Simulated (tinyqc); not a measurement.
What moves the results: Tamm state at the end of a one-band chain. A value that a table varies takes the place of the one given here.

A half-infinite chain with site energy 0 and hopping -t, band E = -2t cos(ka); the end site has energy D. The surface Green function of the unperturbed half chain is g = (E -/+ sqrt(E^2 - 4t^2))/(2t^2), the root with |t g| <= 1 and Im g <= 0, and with the shift G = g/(1 - D g).

Parameters, chosen for this exercise:
- t = 1.54 eV (hopping)
- a = 3.4 angstrom (spacing)
- D = -4.12 eV (shift of the end site)
- E = 2.06 eV (energy in the band)

## Threshold for a surface state

For |D| > t: E = D + t^2/D, weight on the end site 1 - t^2/D^2, decay length of the amplitude a/ln|D/t|; a dash: no bound state. The last column is the surface density -Im G/pi at E = 0.

Against D:

| D/t | D (eV) | E (eV) | end weight | decay length (angstrom) | density at E = 0 (1/eV) |
|---|---|---|---|---|---|
| -3.00 | -4.620 | -5.1333 | 0.8889 | 3.09 | 0.0207 |
| -2.00 | -3.080 | -3.8500 | 0.7500 | 4.91 | 0.0413 |
| -1.40 | -2.156 | -3.2560 | 0.4898 | 10.10 | 0.0698 |
| -1.10 | -1.694 | -3.0940 | 0.1736 | 35.67 | 0.0935 |
| -0.80 | -1.232 | - | - | - | 0.1260 |
| 0.50 | 0.770 | - | - | - | 0.1654 |
| 0.95 | 1.463 | - | - | - | 0.1086 |
| 1.05 | 1.617 | 3.0837 | 0.0930 | 69.69 | 0.0983 |
| 1.30 | 2.002 | 3.1866 | 0.4083 | 12.96 | 0.0768 |
| 2.50 | 3.850 | 4.4660 | 0.8400 | 3.71 | 0.0285 |

A state splits off only for |D| > t = 1.54 eV, although in the middle of an endless chain any shift binds one. Just past the threshold, at D/t = 1.05, it lies 3.7 meV outside the band and spreads over 69.7 angstrom; at D/t = -3 it holds 89 % of the end site, and the density left at the band centre has fallen to 0.10 of the clean value.

## What each parameter does

E = D + t^2/D, weight 1 - (t/D)^2, decay length -a/ln|t/D|, surface density -Im G/pi at E. Each row changes one parameter from the base and keeps the others.

Results:

| case | bound level (eV) | weight | decay (angstrom) | density (1/eV) |
|---|---|---|---|---|
| base | -4.6956 | 0.8603 | 3.455 | 0.0131 |
| t = 1.617 eV | -4.7546 | 0.8460 | 3.635 | 0.0141 |
| D = -4.944 eV | -5.4237 | 0.9030 | 2.915 | 0.0098 |
| a = 3.74 angstrom | -4.6956 | 0.8603 | 3.801 | 0.0131 |
| E = 1.03 eV | -4.6956 | 0.8603 | 3.455 | 0.0196 |

The largest shifts from the base row, up to three for each result and ties (the steps differ in size, so this ranks the rows, not the parameters). bound level (eV): D -0.7281, t -0.0590; unchanged at the printed digits by a and E. weight: D +0.0427, t -0.0143; unchanged at the printed digits by a and E. decay (angstrom): D -0.540, a +0.346, t +0.180; unchanged at the printed digits by E. density (1/eV): E +0.0065, D -0.0032, t +0.0010; unchanged at the printed digits by a.

Computed by tinyqc, a small Python program: `OMP_NUM_THREADS=1 python tinyqc.py 1452468 1452469 out.jsonl` (the numbers bound the seed that draws the inputs); one thread of a shared host (Intel(R) Xeon(R) Processor @ 2.30GHz), about 0.01 s for the whole set of steps.
